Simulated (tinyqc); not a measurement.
Double-gate transistor, scale length and short-channel effects: a higher permittivity at fixed equivalent oxide thickness.

A body of thickness ts between two insulators of thickness ti and two tied gates. Below threshold the potential that source and drain add obeys Laplace's equation and vanishes on the gate. Its lowest mode decays along the channel as exp(-k y); k is the smallest positive root of the matching condition at the interface, and the scale length is Lambda = pi/k.

k is the smallest positive root of f(k) = ei cos(k ti) cos(k ts/2) - eps_r sin(k ti) sin(k ts/2). Along the channel psi(y) = s + a exp(y/l) + b exp(-y/l) with psi(0) = Vbi, psi(L) = Vbi + Vds and l = 1/k = Lambda/pi; with A = Vbi - s, B = A + Vds, x = exp(-L/l): a = (B - A x) x/(1 - x^2), b = (A - B x)/(1 - x^2). The minimum is s + 2 sqrt(a b), at y = (l/2) ln(b/a). The long-channel potential follows the gate as s = sT + (Vg - VTL)/m, and the threshold VT is the gate voltage at which the minimum equals sT. Swing = m Vt ln 10/g at threshold, g = d(minimum)/ds = 1 - (b x + a)/((1 + x) sqrt(a b)). DIBL = [VT(0.05 V) - VT(Vds)]/(Vds - 0.05 V). sT and Vbi are held fixed; m = 1. The equivalent oxide thickness 3.9 ti/ei is held at 0.59 nm, so ti = 0.59 ei/3.9 nm.

Inputs (values chosen for the exercise); permittivities: semiconductor made up, insulator close to that of zirconium oxide: temperature T = 273 K; relative permittivity of the semiconductor eps_r = 17.3; body thickness ts = 8.9 nm; channel length L = 38 nm; potential of the source Vbi = 0.93 V; potential of the barrier top at threshold sT = 0.42 V; drain voltage Vds = 0.7 V.

Constants: q = 1.602176634e-19 C, kB = 1.380649e-23 J/K, Vt = kB T/q. Results are converted to the units shown.

Result of one run:
```
ei,ti (nm),Lambda (nm),L/Lambda,DIBL (mV/V),swing (mV/decade)
35,5.2949,16.019,2.3722,19.805,57.156
```

What becomes of these results when the relative permittivity of the insulator ei is changed from 35 to 7.5, all else the same?

Result of the changed run:
```
ei,ti (nm),Lambda (nm),L/Lambda,DIBL (mV/V),swing (mV/decade)
7.5,1.1346,13.703,2.7731,10.249,55.727
```

The whole series:
```
ei,ti (nm),Lambda (nm),L/Lambda,DIBL (mV/V),swing (mV/decade)
3.9,0.59000,13.634,2.7872,10.017,55.692
5,0.75641,13.650,2.7838,10.072,55.701
7.5,1.1346,13.703,2.7731,10.249,55.727
10,1.5128,13.778,2.7580,10.503,55.766
15,2.2692,13.999,2.7145,11.273,55.881
20,3.0256,14.323,2.6531,12.459,56.060
25,3.7821,14.761,2.5743,14.176,56.317
35,5.2949,16.019,2.3722,19.805,57.156
```

As ei goes from 3.9 to 35, Lambda rises from 13.6 to 16.0 nm, DIBL rises from 10.0 to 19.8 mV/V and the swing rises from 55.7 to 57.2 mV a decade. The ratio ei/ti is the same in every row, yet the insulator grows from 0.590 to 5.29 nm, and drain fields reach the channel sideways through it.

tinyqc, about 0.01 s, one thread, Intel Xeon 2.30GHz (shared host): `OMP_NUM_THREADS=1 python tinyqc.py 2420119 2420120 out.jsonl`
